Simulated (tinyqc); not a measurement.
Haynes-Shockley experiment: what a collector records, against the distance from injector to collector.

A sheet injected at x = 0, t = 0 gives at x = L the signal n(t) = N0 exp(-t/tau - (L - v t)^2/(4 D t))/sqrt(4 pi D t), D = mu Vt, v = mu F. Its peak lies at tp = [-D + sqrt(D^2 + u^2 L^2)]/u^2, u^2 = v^2 + 4 D/tau; dt is the full width at half height. Simple readings: mobility L/(F tp), diffusion coefficient (L dt/tp)^2/(16 ln 2 tp). Area v times the integral of n over N0: (v/u) exp(L (v - u)/(2 D)).

Parameters, values chosen for the exercise: temperature T = 300 K; minority-carrier mobility mu = 1350 cm^2/(V s); sweep field along the drift F = 2.1 V/cm; lifetime tau = 0.00032 s.

Constants: q = 1.602176634e-19 C, kB = 1.380649e-23 J/K, Vt = kB T/q. Results are converted to the units shown.

Results:

| L (um) | L/v (us) | tp (us) | dt (us) | apparent mobility (cm^2/(V s)) | apparent D (cm^2/s) | area | exp(-L/(v tau)) |
|---|---|---|---|---|---|---|---|
| 480 | 16.931 | 12.877 | 23.435 | 1775.0 | 53.430 | 0.92437 | 0.94847 |
| 780 | 27.513 | 22.992 | 31.708 | 1615.5 | 45.382 | 0.89470 | 0.91761 |
| 1300 | 45.855 | 40.730 | 42.557 | 1519.9 | 40.845 | 0.84549 | 0.86650 |
| 2100 | 74.074 | 68.141 | 55.319 | 1467.6 | 38.461 | 0.77503 | 0.79336 |
| 3400 | 119.93 | 112.76 | 71.388 | 1435.9 | 37.055 | 0.67283 | 0.68744 |
| 5600 | 197.53 | 188.30 | 92.444 | 1416.1 | 36.191 | 0.52964 | 0.53941 |
| 15000 | 529.10 | 511.20 | 152.62 | 1397.3 | 35.376 | 0.19052 | 0.19139 |

Estimate the missing row, L = 9300 um.

Computed row:

| L (um) | L/v (us) | tp (us) | dt (us) | apparent mobility (cm^2/(V s)) | apparent D (cm^2/s) | area | exp(-L/(v tau)) |
|---|---|---|---|---|---|---|---|
| 9300 | 328.04 | 315.39 | 119.79 | 1404.1 | 35.671 | 0.35416 | 0.35875 |

With this row back in the table: True values: mu = 1350 cm^2/(V s), D = 34.9 cm^2/s. The apparent mobility is 31 % above the true one in the first row and 3.5 % above it in the last, and the apparent D 53 % above and 1.4 % above D. The peak always comes before L/v, since spreading and decay both weigh down the later part of the signal; the shift is 24 % and 3.4 % in these rows.

tinyqc, about 0.01 s, one thread, Intel Xeon 2.30GHz (shared host): `OMP_NUM_THREADS=1 python tinyqc.py 2310041 2310042 out.jsonl`
